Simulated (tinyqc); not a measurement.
# Worked calculation: charge-trap memory cell

Numbers from tinyqc (`OMP_NUM_THREADS=1 python tinyqc.py 2130060 2130061 out.jsonl`; about 0.06 s on one thread of a shared Intel Xeon 2.30GHz). Printed values are rounded.

Channel, tunnel oxide, storage layer, blocking layer, gate. N electrons per area sit in a sheet at the centroid and shift the threshold by U = (q/eps0) N (tb/eb + xc tn/en). EOT = t1 + 3.9 (tn/en + tb/eb); tunnel field F = (Vg - U)/EOT; dN/dt = eta (J/q)(1 - N/Nm). Fowler-Nordheim: J = A F^2 exp(-B/F), A = q^2/(16 pi^2 hbar mo phi) (times 1e14 for A/cm^2 with F in V/nm, emitter mass m0), B = (4/3) sqrt(mo/C) phi^1.5, C = hbar^2/(2 m0).

Inputs (values chosen for the exercise); oxide values close to those of silicon dioxide, storage layer close to silicon nitride, blocking layer close to silicon dioxide: tunnel barrier phi = 3.08 eV; tunnelling mass mo = 0.41 m0; tunnel oxide (permittivity 3.9) t1 = 4.2 nm; storage layer tn = 7.3 nm; its relative permittivity en = 7.4; blocking layer tb = 5.2 nm; its relative permittivity eb = 3.9; charge centroid, share of tn counted from the blocking side xc = 0.59; capture efficiency of an empty layer eta = 0.81; trap density Nm = 1.1e13 cm^-2; storage temperature T = 358 K; shallowest trap depth E1 = 0.88 eV; deepest trap depth E2 = 2.16 eV; attempt frequency nu = 1e13 1/s; gate voltage less flat band and surface potential Vg = 14.5 V; first time step d0 = 7.2e-7 s; growth of the step gr = 1.4; steps n = 9.

Constants: q = 1.602176634e-19 C, kB = 1.380649e-23 J/K, hbar = 1.054571817e-34 J s, m0 = 9.1093837015e-31 kg, Vt = kB T/q, eps0 = 8.8541878128e-14 F/cm where lengths are in cm, hbar^2/(2 m0) = 0.0380998212 eV nm^2. Results are converted to the units shown.

Range of the model: The Fowler-Nordheim form needs F t1 above phi; trap-assisted paths and leakage through the blocking layer are left out.

## Constants of the stack

EOT, the shift for 1e12 electrons per cm^2, the shift with all traps full, and the starting field, current and rate.

EOT = 13.24730 nm
shift for 1e12 cm^-2 = 0.3465869 V
shift with all traps full = 3.812456 V
F(0) = 1.094563 V/nm
J(0) = 0.06085463 A/cm^2
dN/dt at the start = 3.076580e17 cm^-2 s^-1

## Midpoint steps of growing length

N(half) = N + (d/2) r(N), N(new) = N + d r(N(half)), r = dN/dt; the step starts at d0 and is multiplied by gr each time. Field in the blocking layer (3.9 F + q N/eps0)/eb.

```
step        t (s)    N (cm^-2)     U (V)  F (V/nm)  blocking field (V/nm)
0               0            0  0.000000  1.094563               1.094563
1          7.2e-7  2.059695e11  0.071386  1.089174               1.098731
2        1.728e-6  4.534554e11  0.157162  1.082699               1.103739
3     3.139200e-6  7.419200e11  0.257140  1.075152               1.109576
4     5.114880e-6  1.068133e12  0.370201  1.066617               1.116176
5     7.880832e-6  1.426699e12  0.494475  1.057236               1.123432
6     1.175316e-5  1.810965e12  0.627657  1.047183               1.131208
7     1.717443e-5  2.213979e12  0.767336  1.036639               1.139363
8     2.476420e-5  2.629233e12  0.911258  1.025775               1.147765
9     3.538988e-5  3.051093e12  1.057469  1.014738               1.156302
```

A converged integration gives U = 1.067 V at the last time; the steps are 0.93 % below that. The tunnel field falls by 7.29 % while the blocking field rises by 5.64 %.

## Retention after ten years

Retention: filled traps are spread evenly in depth from E1 to E2, and each empties at the rate nu exp(-E/kB T). The share left is the mean of exp(-nu t exp(-E/kB T)) = [kB T/(E2 - E1)] [E1x(nu t exp(-E2/kB T)) - E1x(nu t exp(-E1/kB T))], E1x the exponential integral; traps shallower than about Ed = kB T ln(nu t) are empty. t = 3.15576e8 s.

Ed = 1.527186 eV
share left = 0.4804740
loss a decade while Ed lies between E1 and E2, kB T ln 10/(E2 - E1) = 0.05549599

The sharp-edge estimate (E2 - Ed)/(E2 - E1) is 0.494; the true edge lies 0.577 kB T deeper.
